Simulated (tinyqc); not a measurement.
Resistance of a tapered via with liner, size effect and interface: one step of the calculation.

A round via whose diameter grows from db at the bottom as D(z) = db + 2 z/tan(ang). The fill, of diameter D - 2 tl, starts above the bottom liner (thickness fb tl) and has rho = rho0 (1 + ks lam/(D - 2 tl)); the sidewall liner conducts in parallel with it. The bottom liner and the interface are crossed over the full area pi db^2/4. Spreading in the lines above and below is left out.

Task. Total resistance. R_fill = sum of the slices; R_bottom = rl fb tl/(pi db^2/4); R_interface = ri/(pi db^2/4); ballistic (Sharvin) limit 1/(Sb pi (db - 2 tl)^2/4); ideal cylinder rho0 hv/(pi db^2/4).

Values chosen for this exercise; fill metal close to copper:
```
symbol,value,unit,meaning
db,24,nm,diameter at the bottom
hv,50,nm,height
rho0,1.65,uohm cm,bulk resistivity of the fill
tl,1.6,nm,liner on the sidewall
fb,1,,liner at the bottom over that on the sidewall
rl,590,uohm cm,resistivity of the liner
ri,1.4e-12,ohm cm^2,interface resistivity at the bottom
Sb,1.1e15,S/m^2,"ballistic conductance per area, about 3/(4 rho0 lam)"
```

slice resistance, slice 0 to 8 (ohm): [0.77903982, 0.72640352, 0.67862796, 0.63515347, 0.59549675, 0.55923893, 0.52601571, 0.49550917, 0.46744100]

Give: parts; R; shares; ballistic limit; ideal cylinder.

Result.

parts (ohm): fill 5.4629, bottom liner 20.867, interface 0.30947
R = 26.639 ohm
shares (%): fill 20.507, bottom liner 78.331, interface 1.162
ballistic limit = 2.6754 ohm
ideal cylinder = 1.8237 ohm

The bottom liner is the largest part, and R is 14.6 times the ideal cylinder. With 2000 slices R = 26.641 ohm.

tinyqc, about 0.01 s, one thread, Intel Xeon 2.30GHz (shared host): `OMP_NUM_THREADS=1 python tinyqc.py 2750125 2750126 out.jsonl`
